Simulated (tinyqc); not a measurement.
Changing the dose Q: two-dimensional dopant profile at a mask edge: lateral junction, overlap and effective channel length. Computed by tinyqc, a small Python program. Command: `OMP_NUM_THREADS=1 python tinyqc.py 3007185 3007186 out.jsonl lateral sweep`. One thread of a shared host (Intel(R) Xeon(R) Processor @ 2.30GHz), about 0.01 s of CPU time with the checks.

Ions enter for y < 0; the mask (spacer, then gate) covers y > 0. x is the depth. The surface reflects dopant during the anneal.

Inputs (values chosen for the exercise, modelled on a source-drain extension in silicon):

| quantity | value | unit |
|---|---|---|
| projected range R_p | 32 | nm |
| vertical straggle | 12 | nm |
| lateral straggle | 11 | nm |
| anneal budget D t | 2.3e-13 | cm^2 |
| channel doping C_B | 4.1e+17 | 1/cm^3 |
| gate length L_g | 330 | nm |
| offset spacer | 1.1 | nm |
| oxide thickness | 4.6 | nm |

Constants: eps_0 = 8.8541878128e-12 F/m.

Method:
- Widths s_x^2 = (vertical straggle)^2 + 2 D t, s_y^2 = (lateral straggle)^2 + 2 D t. C(x, y) = V(x) (1/2) erfc(y/(sqrt2 s_y)), V(x) = Q/(sqrt(2 pi) s_x) [exp(-(x - R_p)^2/(2 s_x^2)) + exp(-(x + R_p)^2/(2 s_x^2))]; 1 nm = 1e-7 cm.
- The vertical junction far from the mask solves V(x) = C_B.
- The lateral junction at depth x solves C = C_B: y_j(x) = sqrt2 s_y erfc^-1(2 C_B/V(x)). Overlap under the gate = y_j(0) - spacer; metallurgical channel L_met = L_g - 2 overlap (tails from the two sides are not added).
- Abruptness at y_j(0) in nm per decade = ln(10) s_y sqrt(pi/2) exp(u^2) erfc(u), u = y_j/(sqrt2 s_y). Overlap capacitance per width = 3.9 eps_0 overlap/t_ox (zero if there is no overlap).

One run for each value:

| dose Q (1/cm^2) | lateral junction y_j(0) (nm) | vertical junction x_j (nm) | lateral abruptness (nm/decade) | overlap capacitance (fF/um) |
|---|---|---|---|---|
| 6.90e+13 | 13.286 | 70.427 | 19.226 | 0.09148 |
| 1.60e+14 | 19.513 | 74.382 | 15.282 | 0.13822 |
| 8.30e+14 | 28.913 | 81.212 | 11.511 | 0.20879 |
| 1.90e+15 | 32.844 | 84.312 | 10.402 | 0.23830 |
| 4.40e+15 | 36.474 | 87.278 | 9.541 | 0.26555 |
| 1.00e+16 | 39.753 | 90.031 | 8.872 | 0.29016 |

Give the missing row, dose Q (1/cm^2) = 3.60e+14.

Computed row; columns: (1) dose Q (1/cm^2); (2) lateral junction y_j(0) (nm); (3) vertical junction x_j (nm); (4) lateral abruptness (nm/decade); (5) overlap capacitance (fF/um):
```
(1)          (2)     (3)     (4)      (5)
3.60e+14  24.474  77.873  13.053  0.17546
```

Interpolating between the two neighbouring rows (the first column on a logarithmic scale, the others too where they are positive) misses most in overlap capacitance (fF/um), by 3.5 %. Over the rows, lateral junction y_j(0) (nm) rises from 13.3 to 39.8 (exponent d ln y / d ln x 0.46 between the first rows and 0.10 between the last); vertical junction x_j (nm) rises from 70.4 to 90.0 (exponent d ln y / d ln x 0.065 between the first rows and 0.038 between the last); lateral abruptness (nm/decade) falls from 19.2 to 8.87 (exponent d ln y / d ln x -0.27 between the first rows and -0.089 between the last). Where V(0) stays far above C_B, dose enters the junctions only through about the root of a logarithm. Left out: 3.00e13 (the surface is not inverted by the implant).

Caution (all rows): the profile peaks below the surface, where the junction reaches further under the gate than y_j(0); the overlap given is the one at the surface. Caution (rows 1.90e15, 4.40e15, 1.00e16): the peak exceeds usual solubilities, so part of the dose is inactive and diffusion is concentration dependent.

Extremes, crossings and ranges named in words are read from the listed rows.
